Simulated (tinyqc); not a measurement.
Gated two-dimensional channel with two bands, quantum capacitance: one step of the calculation.

phi is the Fermi level above the lowest band edge, in volts; Vg is counted from the gate voltage at which an empty channel would have phi = 0. The channel has no thickness; trap charge is -q Dit phi.

Task. New phi. D1 = gv md m0 q/(pi hbar^2), D2 = g2 m2 m0 q/(pi hbar^2) per eV; n1 = D1 Vt ln(1 + exp(phi/Vt)), n2 = D2 Vt ln(1 + exp((phi - E2)/Vt)), n = n1 + n2; Cq = q dn/dphi = q [D1/(1 + exp(-phi/Vt)) + D2/(1 + exp((E2 - phi)/Vt))]. Newton: f = phi + q (n + Dit phi)/Cox - Vg, phi(new) = phi - f/(1 + (Cq + q Dit)/Cox).

Parameters, values chosen for the exercise; lowest band close to that of monolayer MoS2: temperature T = 150 K; in-plane mass md = 0.504 m0; valley degeneracy gv = 2; in-plane mass of a second band, chosen freely m2 = 0.88 m0; valley degeneracy of that band, chosen freely g2 = 4; second band edge above the first E2 = 0.34 eV; density of traps Dit = 0 cm^-2 eV^-1; gate voltage Vg = 1.05 V.

Constants: q = 1.602176634e-19 C, kB = 1.380649e-23 J/K, hbar = 1.054571817e-34 J s, m0 = 9.1093837015e-31 kg, Vt = kB T/q. Results are converted to the units shown.

phi after iteration 1 = 0.028437703 V
Cox = 1.8174386 uF/cm^2

Find: n1; n2; Cq; f; phi after iteration 2.

Result.

n1 = 1.2546e13 cm^-2
n2 = 646.95 cm^-2
Cq = 60.734 uF/cm^2
f = 0.084465 V
phi after iteration 2 = 0.025984 V

Numbers from tinyqc (`OMP_NUM_THREADS=1 python tinyqc.py 2200151 2200152 out.jsonl`; about 0.01 s on one thread of a shared Intel Xeon 2.30GHz).
